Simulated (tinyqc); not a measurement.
# Threshold-voltage variability of a planar MOSFET, analytic estimates: several studies

Three independent sources add in quadrature: random dopants in the depleted layer, metal-gate grains of two orientations, and roughness of the two gate edges acting through the roll-off VT = VT(long) - Vr exp(-L/l). These are first-order estimates: no three-dimensional electrostatics, no percolation.

Values chosen for this exercise; material values close to those of silicon: temperature T = 300 K; band gap Eg = 1.11 eV; relative permittivity of the semiconductor eps_r = 11.6; conduction-band density of states at T Nc = 2.79e19 cm^-3; valence-band density of states at T Nv = 2.69e19 cm^-3; channel doping Na = 4.8e17 cm^-3; oxide-equivalent thickness in inversion ti = 2.5 nm; gate length L = 90 nm; gate width W = 190 nm; metal grain size G = 4 nm; work-function difference of the two grain orientations dW = 0.3 eV; share of the orientation of higher work function p = 0.5; rms roughness of one gate edge De = 1 nm; correlation length of the roughness La = 10 nm; decay length of the threshold roll-off l = 23 nm; prefactor of the roll-off Vr = 1.5 V.

Constants: q = 1.602176634e-19 C, kB = 1.380649e-23 J/K, Vt = kB T/q, eps0 = 8.8541878128e-14 F/cm where lengths are in cm. Results are converted to the units shown.

Each table varies one quantity; the others keep the values above.

## Effect of the gate width

ni = sqrt(Nc Nv) exp(-Eg/(2 Vt)), Eg in volts; Cox = 3.9 eps0/ti; Wd = sqrt(4 eps0 eps_r Vt ln(Na/ni)/(q Na)); dopants: s1 = (q/Cox) sqrt(Na Wd/(3 L W)). Grains: Ng = L W/G^2 (at least 1), s2 = dW sqrt(p (1 - p)/Ng). Edges, with exponential correlation and u = W/La: the mean gate length has sL^2 = 2 De^2 (2/u)[1 - (1 - exp(-u))/u]; s3 = sL (Vr/l) exp(-L/l). s = sqrt(s1^2 + s2^2 + s3^2). l and Vr are held fixed.

Result of one run:
```
W (nm)	s1 (mV)	s2 (mV)	s3 (mV)	s (mV)	s sqrt(L W) (mV um)
270	6.592	3.849	0.4922	7.649	1.192
```

What becomes of these results when the gate width W is changed from 270 to 63 nm, all else the same?

Result of the changed run:
```
W (nm)	s1 (mV)	s2 (mV)	s3 (mV)	s (mV)	s sqrt(L W) (mV um)
63	13.65	7.968	0.9525	15.83	1.192
```

The whole series:
```
W (nm)	s1 (mV)	s2 (mV)	s3 (mV)	s (mV)	s sqrt(L W) (mV um)
63	13.65	7.968	0.9525	15.83	1.192
100	10.83	6.325	0.7818	12.57	1.192
170	8.308	4.851	0.6132	9.640	1.192
270	6.592	3.849	0.4922	7.649	1.192
440	5.164	3.015	0.3884	5.992	1.192
720	4.037	2.357	0.3050	4.685	1.192
1200	3.127	1.826	0.2369	3.629	1.193
1900	2.485	1.451	0.1886	2.884	1.193
```

As W goes from 63 to 1900 nm, s falls from 15.8 to 2.88 mV. The dopants are the largest source in the first and the last row. The product s sqrt(L W) stays near 1.19 mV um: s1 and s2 count independent dopants and grains, so they go as 1/sqrt(L W), and s3 is too small to matter.

## Effect of the metal grain size

Same model as above.

l and Vr are held fixed.

The same in every row: s1 (mV) = 7.858; s3 (mV) = 0.5819.

Results:
```
G (nm)	s2 (mV)	s (mV)	s sqrt(L W) (mV um)
2	2.294	8.207	1.073
5	5.735	9.746	1.274
7	8.030	11.25	1.471
10	11.47	13.92	1.820
14	16.06	17.89	2.339
20	22.94	24.26	3.172
```

Estimate the missing row, G = 3 nm.

Computed row:
```
G (nm)	s2 (mV)	s (mV)	s sqrt(L W) (mV um)
3	3.441	8.599	1.124
```

With this row back in the table: As G goes from 2 to 20 nm, s rises from 8.21 to 24.3 mV. The largest source is the dopants in the first row and the grains in the last.

## Effect of the correlation length of the roughness

Same model as above.

l and Vr are held fixed.

The same in every row: s1 (mV) = 7.8585; s2 (mV) = 4.5883.

Result of one run:
```
La (nm)	s3 (mV)	s (mV)	s sqrt(L W) (mV um)
80	1.3295	9.1965	1.2026
```

What becomes of these results when the correlation length of the roughness La is changed from 80 to 20 nm, all else the same?

Result of the changed run:
```
La (nm)	s3 (mV)	s (mV)	s sqrt(L W) (mV um)
20	0.79978	9.1350	1.1946
```

The whole series:
```
La (nm)	s3 (mV)	s (mV)	s sqrt(L W) (mV um)
2	0.26596	9.1038	1.1905
5	0.41716	9.1095	1.1912
10	0.58192	9.1185	1.1924
20	0.79978	9.1350	1.1946
40	1.0637	9.1619	1.1981
80	1.3295	9.1965	1.2026
160	1.5401	9.2293	1.2069
```

As La goes from 2 to 160 nm, s rises from 9.10 to 9.23 mV. The dopants are the largest source in the first and the last row. The edge term s3 rises from 0.266 to 1.54 mV: a longer correlation averages out less along the width.

Numbers from tinyqc (`OMP_NUM_THREADS=1 python tinyqc.py 2090164 2090165 out.jsonl`; about 0.01 s on one thread of a shared Intel Xeon 2.30GHz).
